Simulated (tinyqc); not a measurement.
MOS capacitor with interface traps: C-V stretch-out, conductance peak and subthreshold swing: one step, computed by the program tinyqc. Command: `OMP_NUM_THREADS=1 python tinyqc.py 3013593 3013594 out.jsonl mostraps walk`. One thread of a shared host (Intel(R) Xeon(R) Processor @ 2.30GHz), about 0.01 s of CPU time with the checks.

Energies at the interface are counted from the valence band. psi > 0 means bending towards depletion, so the surface potential is -psi. Boltzmann statistics, full ionisation, no quantum confinement. Traps are neutral when filled up to E_n, with a sharp (zero-temperature) occupation.

Problem. Substrate and insulator. N_c = 2 M_c (2 pi m_e k_B T/h^2)^(3/2) and N_v = 2 (2 pi m_h k_B T/h^2)^(3/2), masses in units of m_0. n_i = sqrt(N_c N_v) exp(-E_g/2 k_B T); E_F = E_g - k_B T ln(N_c/N); phi_B = (k_B T/e) ln(N/n_i); L_D = sqrt(eps_s eps_0 k_B T/(e^2 N)); C_ox = eps_ox eps_0/t_ox.

Inputs (values chosen for the exercise, modelled on GaAs, with an insulator like SiO2):
```
quantity                     value   unit
gap E_g                       1.43     eV
electron mass m_e            0.065    m_0
valleys M_c                      1      -
hole mass m_h                 0.54    m_0
dielectric constant eps_s     12.6      -
doping N                   3.8e+16  cm^-3
insulator constant eps_ox     3.88      -
insulator thickness t_ox        54     nm
temperature T                  350      K
```

Substrate: n-type. Trap spectrum: flat.

Constants: m_0 = 9.1093837015e-31 kg; k_B = 1.380649e-23 J/K; h = 6.62607015e-34 J s; k_B = 8.617333262e-05 eV/K; eps_0 = 8.8541878128e-12 F/m; e = 1.602176634e-19 C.

Give: k_B T; n_i; bulk E_F; phi_B; Debye length L_D; C_ox; effective density of states of the majority band.

Solution.

k_B T = 0.030161 eV

n_i = 1.2985e+08 cm^-3

bulk E_F = 1.3509 eV

phi_B = 0.58797 V

Debye length L_D = 23.509 nm

C_ox = 0.063619 microF/cm^2

effective density of states of the majority band = 5.2404e+17 cm^-3

Caution: the bulk E_F lies within 3 k_B T of the majority band, where the dopants may be only partly ionised.
